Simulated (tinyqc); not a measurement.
Gamma, L and X subbands of a thin body with non-parabolic valleys: one step. Filling and quantum capacitance. Two cases, with inputs chosen for the exercise.

Task: Over the ten listed subbands, named by valley (G, L, X), degeneracy and number.

n_i = g m/(2 pi c) kB T ln(1 + exp((EF - E_i)/kB T)), sum n_i = Ns (1e12/cm^2 = 1e-4/angstrom^2), c = hbar^2/2m0. Quantum capacitance Cq = 1602.176634 sum g m/(2 pi c) f_i in microfarad/cm^2 with f_i = 1/(1 + exp((E_i - EF)/kB T)); Cox = 34.5313/eot (one gate); C/Cox = Cq/(Cq + Cox), the centroid term left out.

Constants: hbar^2/2m0 = 3.80998211 eV angstrom^2; kB = 8.617333262e-05 eV/K.

Case 1.

Values chosen (near those of a thin InAs channel; the results hold for these values, not for the real material):
- face = 100 (surface)
- t = 46 angstrom (body thickness)
- Ns = 4.3 x 1e12/cm^2 (sheet density)
- T = 300 K (temperature)
- eot = 10 angstrom (equivalent oxide thickness)

Subbands:
```
subband,g,E (eV),DOS mass
G1 n=1,1,0.372438,0.069730
G1 n=2,1,0.900561,0.132164
L4 n=1,4,0.966493,0.168057
X1 n=1,1,1.042109,0.167756
X1 n=2,1,1.086515,0.172916
X2 n=1,2,1.130317,0.472577
X1 n=3,1,1.157718,0.181189
X1 n=4,1,1.252260,0.192175
X1 n=5,1,1.366401,0.205438
X2 n=2,2,1.405160,0.557364
```

Case 2.

Values chosen (near those of a thin Ge channel; the results hold for these values, not for the real material):
- face = 111 (surface)
- t = 70 angstrom (body thickness)
- Ns = 2.4 x 1e12/cm^2 (sheet density)
- T = 300 K (temperature)
- eot = 13 angstrom (equivalent oxide thickness)

Subbands:
```
subband,g,E (eV),DOS mass
L1 n=1,1,-0.156022,0.082261
L1 n=2,1,-0.141180,0.083040
L1 n=3,1,-0.116749,0.084322
L1 n=4,1,-0.083157,0.086085
L3 n=1,3,-0.079389,0.353592
L1 n=5,1,-0.040951,0.088300
L1 n=6,1,0.009237,0.090934
X6 n=1,6,0.061175,0.351135
L1 n=7,1,0.066737,0.093952
L1 n=8,1,0.130870,0.097317
```

Give: EF; n_i in the order of the list; Cq; Cox; C/Cox.

Result:

Case 1.

EF = 0.5200 eV

n_i in the order of the list (1e12/cm^2): 4.300  0.000  0.000  0.000  0.000  0.000  0.000  0.000  0.000  0.000

Cq = 4.65 microfarad/cm^2
Cox = 3.453 microfarad/cm^2
C/Cox = 0.574

EF lies 148 meV above the lowest edge; Gamma holds 100 % of the electrons. The low density of states costs 43 % of the gate capacitance.

Case 2.

EF = -0.1479 eV

n_i in the order of the list (1e12/cm^2): 0.767  0.513  0.239  0.073  0.783  0.015  0.002  0.007  0.000  0.000

Cq = 12.19 microfarad/cm^2
Cox = 2.656 microfarad/cm^2
C/Cox = 0.821

EF lies 8 meV above the lowest edge; Gamma holds 0 % of the electrons. The density of states is ample: only 18 % of the gate capacitance is lost.

Computed by tinyqc, one run a case: `OMP_NUM_THREADS=1 python tinyqc.py N N+1 out.jsonl` with N = 1251693, 1251780; one thread of a shared Intel(R) Xeon(R) Processor @ 2.30GHz, about 0.02 s a run at most.
